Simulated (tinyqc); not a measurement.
Strain dependence: valley-orbit splitting of a donor ground state, with strain. Computed by tinyqc, a small Python program. Command: `OMP_NUM_THREADS=1 python tinyqc.py 3017148 3017149 out.jsonl valleyorbit walk`. One thread of a shared host (Intel(R) Xeon(R) Processor @ 2.30GHz), about 0.01 s of CPU time with the checks.

The basis is the 1s envelope in each valley; energies are counted from the unstrained conduction-band edge. The strain is e_s (a a^T - 1/3) for the unit stress axis a, so valley j along n_j moves by Xi_u e_s w_j with w_j = (n_j.a)^2 - 1/3: +1/6 for x and y, -1/3 for z. The splitting at the zone boundary that a [110] shear adds for <100> valleys is left out.

Inputs (values chosen for the exercise, for a model many-valley semiconductor): single-valley binding energy E_0 = 19 meV; central-cell shift Lambda = 3.16 meV; coupling Delta_1 = 1.59 meV; coupling Delta_2 = 1.21 meV; shear deformation potential Xi_u = 8.4 eV; shear strain e_s = -4.4e-05.

Valleys: six along <100>. Stress axis: [110].

Method:
- By symmetry: E(A1) = E_0 + Lambda + 4 Delta_1 + Delta_2 (one state), E(T2) = E_0 + Lambda - Delta_2 (three), E(E) = E_0 + Lambda - 2 Delta_1 + Delta_2 (two), as binding energies.
- H_jj = -(E_0 + Lambda) + Xi_u e_s w_j; H_jk = -Delta_2 between opposite valleys and -Delta_1 between perpendicular ones.
- The contact hyperfine ratio is A/A_0 = (sum_j c_j)^2/(number of valleys), c_j the valley amplitudes of the ground state; binding from the lowest valley edge.

E(A1) = 29.73 meV

Against strain:
```
e_s        Xi_u e_s (w_max - w_min) (meV)  binding (meV)  gap to next level (meV)    A/A_0
-3.50e-04                         -1.4700         29.288                   8.3376  0.99529
-1.30e-04                         -0.5460         29.555                   8.6048  0.99930
-4.40e-05                         -0.1848         29.669                   8.7192  0.99992
-1.30e-05                         -0.0546         29.712                   8.7619  0.99999
1.30e-05                           0.0546         29.694                   8.7437  0.99999
4.40e-05                           0.1848         29.608                   8.6576  0.99992
1.30e-04                           0.5460         29.373                   8.4231  0.99925
3.50e-04                           1.4700         28.803                   7.8528  0.99424
```

What does the comparison show, and why?

A/A_0 falls for either sign of strain, to 0.995 and 0.994 at the ends; its limits are the shares of the valleys that end up lowest, 4/6 under compression and 2/6 under tension. Near zero strain A/A_0 changes in second order, the binding in first. The binding energy drops from 29.73 meV to 29.29 and 28.80 meV, since fewer valleys share the valley-orbit gain.

Extremes, crossings and ranges named in words are read from the listed rows.
